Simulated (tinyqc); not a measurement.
Double-gate transistor, scale length and short-channel effects: one step of the calculation.

A body of thickness ts between two insulators of thickness ti and two tied gates. Below threshold the potential that source and drain add obeys Laplace's equation and vanishes on the gate. Its lowest mode decays along the channel as exp(-k y); k is the smallest positive root of the matching condition at the interface, and the scale length is Lambda = pi/k.

Task. Scale length against simple estimates. Lambda = pi/k and l = 1/k. A parabolic potential across the structure gives l(parabolic) = sqrt((eps_r/(2 ei)) ts ti (1 + ei ts/(4 eps_r ti))).

Parameters, values chosen for the exercise; permittivities: semiconductor made up, insulator close to that of silicon dioxide: relative permittivity of the semiconductor eps_r = 11.6; relative permittivity of the insulator ei = 3.74; insulator thickness ti = 0.89 nm; body thickness ts = 6.8 nm.

k = 0.27055685 1/nm

Give: Lambda; l; l(parabolic).

Result.

Lambda = 11.61 nm
l = 3.696 nm
l(parabolic) = 3.894 nm

Program tinyqc, `OMP_NUM_THREADS=1 python tinyqc.py 2420016 2420017 out.jsonl`; Intel Xeon 2.30GHz, shared host, one thread, about 0.01 s.
